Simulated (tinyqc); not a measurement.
# Worked calculation: frequency dispersion of an accumulation capacitance by border traps, distributed model

Numbers from tinyqc (`OMP_NUM_THREADS=1 python tinyqc.py 2202218 2202219 out.jsonl`; about 0.6 s on one thread of a shared Intel Xeon 2.30GHz). Printed values are rounded.

Traps spread evenly through the insulator exchange electrons with the semiconductor by tunnelling, with tau(x) = t0 exp(2 ka x) at depth x from the interface. The admittance per area Y seen at depth x obeys dY/dx = -Y^2/(i w eps0 eox) + q Nb ln(1 + i w tau)/tau, with Y(0) = i w Cs and w = 2 pi f; the gate sees Y(tox) = G + i w C. Working variable y = Y/(i w), in uF/cm^2. Cox = eps0 eox/tox.

Inputs (values chosen for the exercise); permittivity close to that of aluminium oxide:
- eox = 8.54 (relative permittivity of the insulator)
- tox = 6.4 nm (insulator thickness)
- Cs = 2 uF/cm^2 (semiconductor capacitance in accumulation)
- Nb = 6.1e19 cm^-3 eV^-1 (density of border traps)
- ka = 6.4 1/nm (decay constant of the wave function in the insulator)
- t0 = 2e-9 s (time constant of a trap at the interface)
- f = 10000 Hz (frequency)
- xe = 1.1 nm (depth down to which the steps are taken)

Constants: q = 1.602176634e-19 C, eps0 = 8.8541878128e-14 F/cm where lengths are in cm. Results are converted to the units shown.

## Scales and lumped estimate

Cox; trap-free value 1/(1/Cox + 1/Cs); response depth d = ln(1/(w t0))/(2 ka), where w tau = 1; lumped estimate: all traps within d act as C_bt = q Nb d placed at d/2, so C = 1/{1/[1/(1/Cs + d/(2 eps0 eox)) + C_bt] + (tox - d/2)/(eps0 eox)}.

Cox = 1.18148 uF/cm^2
trap-free C = 0.742724 uF/cm^2
d = 0.701711 nm
C_bt = 0.685802 uF/cm^2
lumped C = 0.835103 uF/cm^2

The traps within reach amount to 0.343 Cs and lie in the first 11.0 % of the insulator.

## Midpoint steps through the active depth

In terms of y: dy/dx = -y^2/(eps0 eox) + s(x), s = q Nb ln(1 + z)/z, z = i w tau. 8 midpoint steps of h = xe/8: y_half = y + (h/2) y'(x, y), y(new) = y + h y'(x + h/2, y_half).

| point | x (nm) | s (uF/(cm^2 nm)) | y (uF/cm^2) |
|---|---|---|---|
| 0 | 0 | 0.977328-0.000061i | 2.00000+0.00000i |
| 1 | 0.1375 | 0.977328-0.000357i | 2.05939-0.00002i |
| 2 | 0.275 | 0.977322-0.002075i | 2.11449-0.00014i |
| 3 | 0.4125 | 0.977129-0.012055i | 2.16551-0.00080i |
| 4 | 0.55 | 0.970707-0.069378i | 2.21252-0.00466i |
| 5 | 0.6875 | 0.814684-0.309311i | 2.25108-0.02586i |
| 6 | 0.825 | 0.275766-0.322490i | 2.23232-0.07614i |
| 7 | 0.9625 | 0.053274-0.115852i | 2.16107-0.09682i |
| 8 | 1.1 | 0.009341-0.030435i | 2.08243-0.09737i |

## Capacitance and conductance at the gate

y at xe = 2.08243-0.09737i uF/cm^2

Beyond xe the traps are ignored, so 1/y(tox) = 1/y(xe) + (tox - xe)/(eps0 eox); C = Re y, G/w = -Im y, loss tangent G/(w C).

y at the gate = 0.847093-0.016083i uF/cm^2
C = 0.847093 uF/cm^2
G/w = 0.0160828 uF/cm^2
loss tangent = 0.0189859

A fine integration over the whole insulator gives C = 0.84761 and G/w = 0.01650 uF/cm^2; the coarse G/w is 2.5 % below that. The fine C is 14 % above the trap-free value, and the lumped estimate is 1.5 % below the fine result.
